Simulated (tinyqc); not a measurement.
# Resistance of a tapered via with liner, size effect and interface: what changes with what

A round via whose diameter grows from db at the bottom as D(z) = db + 2 z/tan(ang). The fill, of diameter D - 2 tl, starts above the bottom liner (thickness fb tl) and has rho = rho0 (1 + ks lam/(D - 2 tl)); the sidewall liner conducts in parallel with it. The bottom liner and the interface are crossed over the full area pi db^2/4. Spreading in the lines above and below is left out.

Parameters, values chosen for the exercise; fill metal close to tungsten: diameter at the bottom db = 9.9 nm; height hv = 29 nm; sidewall angle ang = 87 degrees; bulk resistivity of the fill rho0 = 5.19 uohm cm; mean free path of the fill lam = 15.3 nm; size-effect factor ks = 1.5; liner on the sidewall tl = 2 nm; liner at the bottom over that on the sidewall fb = 1; resistivity of the liner rl = 360 uohm cm; interface resistivity at the bottom ri = 2.8e-12 ohm cm^2; ballistic conductance per area, about 3/(4 rho0 lam) Sb = 9.1e14 S/m^2; bulk resistivity of the second fill (close to cobalt) rho2 = 6.32 uohm cm; its mean free path lam2 = 11.8 nm; its liner tl2 = 1.9 nm.

Each table varies one quantity; the others keep the values above.

## Via resistance against the diameter at the bottom

Slices between z0 = fb tl and hv, evaluated at their midpoints: conductance per length pi/4 [(D - 2 tl)^2/rho + (D^2 - (D - 2 tl)^2)/rl], slice resistance = slice height over that. 2000 slices. R_fill = sum of the slices; R_bottom = rl fb tl/(pi db^2/4); R_interface = ri/(pi db^2/4); ballistic (Sharvin) limit 1/(Sb pi (db - 2 tl)^2/4); ideal cylinder rho0 hv/(pi db^2/4).

Via resistance against the diameter at the bottom:
```
db (nm),R_fill (ohm),R_bottom (ohm),R_interface (ohm),R (ohm),ballistic limit (ohm),R over ideal cylinder,largest part
6,861.6,254.6,9.903,1126,349.8,21.15,fill
8.3,239.5,133.1,5.175,377.7,75.67,13.58,fill
11,86.45,75.76,2.946,165.2,28.55,10.43,fill
16,25.58,35.81,1.393,62.78,9.716,8.387,bottom liner
22,9.990,18.94,0.7366,29.67,4.318,7.493,bottom liner
30,4.262,10.19,0.3961,14.84,2.070,6.971,bottom liner
42,1.789,5.197,0.2021,7.188,0.9690,6.617,bottom liner
58,0.8128,2.725,0.1060,3.644,0.4798,6.397,bottom liner
80,0.3830,1.432,0.05570,1.871,0.2422,6.249,bottom liner
```

Read the table: what changes, and by how much?

R falls from 1130 to 1.87 ohm. The fill is the largest part at db = 6, the bottom liner from 16 on. R goes as db^(-3.37) between the first two rows and db^(-2.07) between the last two; area alone gives -2. For db = 42, 58, 80 the ballistic limit exceeds half of R_fill, so the diffusive model understates R.

## Via resistance against the liner on the sidewall

Same model as above.

2000 slices.

The same in every row: R_interface (ohm) = 3.6375.

Results:
```
tl (nm),R_fill (ohm),R_bottom (ohm),R (ohm),ballistic limit (ohm),R over ideal cylinder,largest part
0,45.565,0,49.203,14.276,2.5164,fill
0.4,54.099,18.707,76.444,16.896,3.9096,fill
0.8,65.107,37.414,106.16,20.310,5.4293,fill
1.2,79.550,56.121,139.31,24.874,7.1248,fill
1.6,98.849,74.828,177.31,31.169,9.0685,fill
2,125.11,93.535,222.28,40.194,11.368,fill
2.8,212.16,130.95,346.75,75.671,17.734,fill
```

Estimate the missing row, tl = 2.4 nm.

Computed row:
```
tl (nm),R_fill (ohm),R_bottom (ohm),R (ohm),ballistic limit (ohm),R over ideal cylinder,largest part
2.4,161.43,112.24,277.31,53.793,14.183,fill
```

With this row back in the table: R rises from 49.2 to 347 ohm. The fill is the largest part at tl = 0 and in all other rows. The share of the two bottom terms goes from 7.39 to 38.8 %.

## Two fill metals against the diameter

2000 slices. R_fill = sum of the slices; R_bottom = rl fb tl/(pi db^2/4); R_interface = ri/(pi db^2/4). The second fill has rho2, lam2 and tl2 in place of rho0, lam and tl.

Two fill metals against the diameter:
```
db (nm),"R, first fill (ohm)","R, second fill (ohm)",ratio second/first
6,1126,1017,0.9035
8.5,350.7,328.3,0.9362
12,130.5,125.6,0.9626
17,54.21,52.98,0.9772
24,24.36,23.99,0.9848
35,10.62,10.50,0.9891
49,5.188,5.143,0.9912
70,2.465,2.447,0.9925
100,1.183,1.175,0.9932
```

The ratio goes from 0.903 to 0.993. The second fill gives the lower R in every row. Ratios within a few per cent of 1 are a tie, given that ballistic terms are left out.

Numbers from tinyqc (`OMP_NUM_THREADS=1 python tinyqc.py 2750007 2750008 out.jsonl`; about 0.01 s on one thread of a shared Intel Xeon 2.30GHz).
